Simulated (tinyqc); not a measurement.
Rigid-ion and shell models of the dielectric response of an ionic crystal: one step, computed by the program tinyqc. Command: `OMP_NUM_THREADS=1 python tinyqc.py 3022577 3022578 out.jsonl shell walk`. One thread of a shared host (Intel(R) Xeon(R) Processor @ 2.30GHz), about 0.01 s of CPU time with the checks.

Charges +Z and -Z; 4 nearest neighbours, Madelung constant M = 1.638055, volume per ion pair Omega = 3.079201 d^3. Energy per pair U = -M Z^2 e2/d + 4 A exp(-d/rho), e2 = e^2/(4 pi eps_0). In the shell model the anion is a core of charge Y - Z and a massless shell of charge -Y, joined by the spring k; the repulsion acts on the shell. Each ion feels the Lorentz field E + (4 pi/3) P (Gaussian units).

Task: Shell model: electronic response. Eliminating the shell gives the anion polarisability alpha_- = Y^2 e2/(k + R), the Szigeti charge Z_S = Z - Y R/(k + R) and the softened spring R' = k R/(k + R). With b = 4 pi (alpha_+ + alpha_-)/(3 Omega): eps_inf = (1 + 2b)/(1 - b) (Clausius-Mossotti); Born charge Z* = Z_S (eps_inf + 2)/3.

Inputs (values chosen for the exercise, for a model crystal):
```
quantity                       value           unit
ionic charge Z                     1              e
shell charge size Y             2.31              e
core-shell spring k             80.8  eV/angstrom^2
cation polarisability alpha_+   0.17     angstrom^3
```

Structure: zinc blende.

repulsive spring R = 4.970459 eV/angstrom^2

volume Omega = 39.45351 angstrom^3

Constants: e^2/(4 pi eps_0) = 14.39964548 eV angstrom.

Give: anion polarisability alpha_-; Szigeti charge Z_S; softened spring R'; b; eps_inf; Born charge Z*.

Result:

anion polarisability alpha_- = 0.8959 angstrom^3

Szigeti charge Z_S = 0.8661 e

softened spring R' = 4.682 eV/angstrom^2

b = 0.1132

eps_inf = 1.383

Born charge Z* = 0.9767 e

Overlap pushes the shell back and lowers the effective charge to 87 % of Z; the local field then raises the Born charge to 98 % of Z.
